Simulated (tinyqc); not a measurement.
# Nanowire ballistic transistor, top-of-the-barrier model, step by step

Numbers from tinyqc (`OMP_NUM_THREADS=1 python tinyqc.py 2400106 2400107 out.jsonl`; about 0.1 s on one thread of a shared Intel Xeon 2.30GHz). Printed values are rounded.

At the top of the source barrier, states moving towards the drain are filled by the source (Fermi level 0) and states moving back by the drain (Fermi level -q Vd); nothing scatters. U is the shift of the band edge there, set by the capacitances CG, CD and CS (the total) and by the charge. Parabolic one-dimensional subbands; the source is grounded.

Values chosen for this exercise; mass and valleys close to those of a monolayer dichalcogenide:
- T = 350 K (temperature)
- m = 0.509 m0 (effective mass)
- gv = 2 (valley degeneracy)
- eox = 3.9 (relative permittivity of the gate insulator)
- tox = 2 nm (insulator thickness)
- d = 3 nm (wire diameter)
- dE = 0.18 eV (offset of a second subband (0: none))
- aG = 0.83 (gate control CG/CS)
- aD = 0.007 (drain control CD/CS)
- E0 = 0.35 eV (band edge at the barrier top above the source Fermi level at zero bias)
- Vg = 0.5 V (gate voltage)
- Vd = 0.1 V (drain voltage)

Constants: q = 1.602176634e-19 C, kB = 1.380649e-23 J/K, hbar = 1.054571817e-34 J s, h = 6.62607015e-34 J s, m0 = 9.1093837015e-31 kg, Vt = kB T/q, eps0 = 8.8541878128e-14 F/cm where lengths are in cm. Results are converted to the units shown.

## Density of states, capacitances and charge at zero bias

N0 = gv sqrt(2 m kB T/pi)/hbar, CG = 2 pi eps0 eox/ln(1 + 2 tox/d), CS = CG/aG, n0 = n at U = 0 and Vd = 0. eta1 = -(E0 + U)/Vt, eta2 = eta1 - Vd/Vt, n = (N0/2)[F_(-1/2)(eta1) + F_(-1/2)(eta2)], F_(-1/2)(x) = (1/sqrt(pi)) int_0^infinity u^(-1/2)/(1 + exp(u - x)) du. Each F is summed over the two subbands, F(eta) + F(eta - dE/Vt), which share the mass. UL = -(aG Vg + aD Vd).

N0 = 7.162637e6 cm^-1
CG = 2.560691 pF/cm
CS = 3.085169 pF/cm
n0 = 65.52424 cm^-1
UL = -0.4157 eV

## Iteration 1: self-consistent potential at the barrier top

U at the start (U = UL) = -0.4157 eV

eta1 = -(E0 + U)/Vt, eta2 = eta1 - Vd/Vt, n = (N0/2)[F_(-1/2)(eta1) + F_(-1/2)(eta2)], F_(-1/2)(x) = (1/sqrt(pi)) int_0^infinity u^(-1/2)/(1 + exp(u - x)) du. Each F is summed over the two subbands, F(eta) + F(eta - dE/Vt), which share the mass. U(out) = UL + q (n - n0)/CS. Newton step: U(new) = U + (U(out) - U)/(1 + CQ/CS), CQ = (q/Vt) dn/d(eta1) with both F' summed; F' = dF_(-1/2)/dx.

eta1 = 2.178334
eta2 = -1.137243
n = 6.532220e6 cm^-1
U(out) = -0.07647502 eV
CQ = 12.32515 pF/cm
U after iteration 1 = -0.3477866 eV

## Iteration 2: self-consistent potential at the barrier top

As before.

eta1 = -0.07338608
eta2 = -3.388963
n = 2.194453e6 cm^-1
U(out) = -0.3017420 eV
CQ = 7.720493 pF/cm
U after iteration 2 = -0.3346402 eV

## Course of the iteration: self-consistent potential at the barrier top

Stop when U changes by less than 1e-9 eV, or after 90 iterations.

Course of the iteration:
```
iteration      U (eV)  |change| (eV)
1          -0.3477866         0.0679
2          -0.3346402         0.0131
3          -0.3336929        9.47e-4
4          -0.3336877        5.19e-6
5          -0.3336877       1.56e-10
```

Converged in 5 iterations. At the end the number of correct digits about doubles with each step.

## Current, mean velocity and share of the gate voltage

converged U = -0.3336877 eV

N0 = gv sqrt(2 m kB T/pi)/hbar, CG = 2 pi eps0 eox/ln(1 + 2 tox/d), CS = CG/aG, n0 = n at U = 0 and Vd = 0. eta1 = -(E0 + U)/Vt, eta2 = eta1 - Vd/Vt, n = (N0/2)[F_(-1/2)(eta1) + F_(-1/2)(eta2)], F_(-1/2)(x) = (1/sqrt(pi)) int_0^infinity u^(-1/2)/(1 + exp(u - x)) du. Each F is summed over the two subbands, F(eta) + F(eta - dE/Vt), which share the mass. I = gv (2 q^2/h) Vt [ln(1 + exp eta1) - ln(1 + exp eta2)], summed over both subbands. Mean velocity I/(q n). CQ = (q/Vt) dn/d(eta1); the band edge follows the gate as -dU/dVg = aG/(1 + CQ/CS).

eta1 = -0.5408470
n = 1.579304e6 cm^-1
I = 2.053473 uA
mean velocity = 8.115456e6 cm/s
CQ = 6.241015 pF/cm
-dU/dVg = 0.2745700 eV/V

The carriers from the source are near degeneracy (eta1 = -0.541), and the mean velocity is 0.996 times vT = sqrt(2 kB T/(pi m)) = 8.15e6 cm/s.
